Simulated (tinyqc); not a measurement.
Two-band tight binding of a puckered layer: one step. One k point.

With X = kx ax/2 and Y = ky ay/2: h = t2 + 2 cos(Y) (t1 exp(iX) + t3 exp(-iX)) + t5 exp(2iX), d = 4 t4 cos(X) cos(Y), H = [[d, h], [h*, d]], E = d -/+ |h|.

Inputs chosen for the exercise (near a published set for monolayer black phosphorus; shifted at random, so the results belong to these values and not to a real crystal): ax = 4.56 angstrom (period along x (armchair)); ay = 3.31 angstrom (period along y (zigzag)); t1 = -1.21 eV (along the zigzag); t2 = 3.622 eV (across the pucker); t3 = -0.187 eV (second in the sheet); t4 = -0.104 eV (same sublattice); t5 = -0.051 eV (far across); k = (0.17, 0.77) 1/angstrom (wave vector).

Problem. Form X, Y, h, d and the levels.

Give: X, Y; h; d; levels.

Solution.

X, Y (rad): 0.38760  1.27435

h = 2.8299-0.2616i eV
d = -0.1125 eV

levels (eV): -2.9545  2.7295

Run: tinyqc, `OMP_NUM_THREADS=1 python tinyqc.py 1452683 1452684 out.jsonl`; Intel(R) Xeon(R) Processor @ 2.30GHz, one thread, shared host; about 0.01 s of CPU time with all checks.
